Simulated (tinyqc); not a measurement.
Stacked nanosheet transistor, parasitic resistance, capacitance and delay: one step of the calculation.

Ns sheets share one contact on top; each has perimeter p = 2 (Ws + ts) and cross-section A = Ws ts; contact width Wc = Ws + 10 nm, stack height Hs = Ns pv. Sheet 1 is the top one. Contact length Lc = CPP - Lg - 2 Lsp, shared by two neighbouring gates. Source and drain sides are equal. The formulas are first-order estimates, not field solutions.

Task. Sheet currents at Vgs = Vdd, Vds = Vdd/2. One sheet: I = p Q vx u/(1 + |u|^1.8)^(1/1.8), Q = Cinv n Vt ln(1 + exp((Vg' - VT + dl Vd')/(n Vt))), u = Vd' mu/(vx Lg), Vg' = Vgs - v, Vd' = Vds - 2 v, with the drop on each side v_j = Rc sum I + rv (sum over levels k = 2..j of the current of sheets k..Ns) + Rx I_j. I(new) = I + 0.5 (I(out) - I).

Parameters, values chosen for the exercise; values close to those of silicon logic devices:

| symbol | value | unit | meaning |
|---|---|---|---|
| T | 300 | K | temperature |
| Ws | 15 | nm | sheet width |
| ts | 7 | nm | sheet thickness |
| rv | 146 | ohm | vertical resistance between sheet levels |
| Lg | 16 | nm | gate length |
| Cinv | 2.9 | uF/cm^2 | inversion capacitance |
| vx | 8.3e6 | cm/s | injection velocity |
| mu | 120 | cm^2/(V s) | apparent mobility |
| VT | 0.27 | V | threshold at zero drain voltage |
| dl | 0.058 | V/V | barrier lowering |
| n | 1.17 |  | subthreshold factor |
| Vdd | 0.7 | V | supply voltage |

Constants: q = 1.602176634e-19 C, kB = 1.380649e-23 J/K, Vt = kB T/q. Results are converted to the units shown.

I at the start (uA): sheet 1 0, sheet 2 0, sheet 3 0
Rc = 399.28363 ohm
Rx = 1295.2381 ohm

Give: drop v; I(out); I after iteration 1.

Result.

drop v (mV): sheet 1 0, sheet 2 0, sheet 3 0
I(out) (uA): sheet 1 44.65, sheet 2 44.65, sheet 3 44.65
I after iteration 1 (uA): sheet 1 22.33, sheet 2 22.33, sheet 3 22.33

Numbers from tinyqc (`OMP_NUM_THREADS=1 python tinyqc.py 2170147 2170148 out.jsonl`; about 0.08 s on one thread of a shared Intel Xeon 2.30GHz).
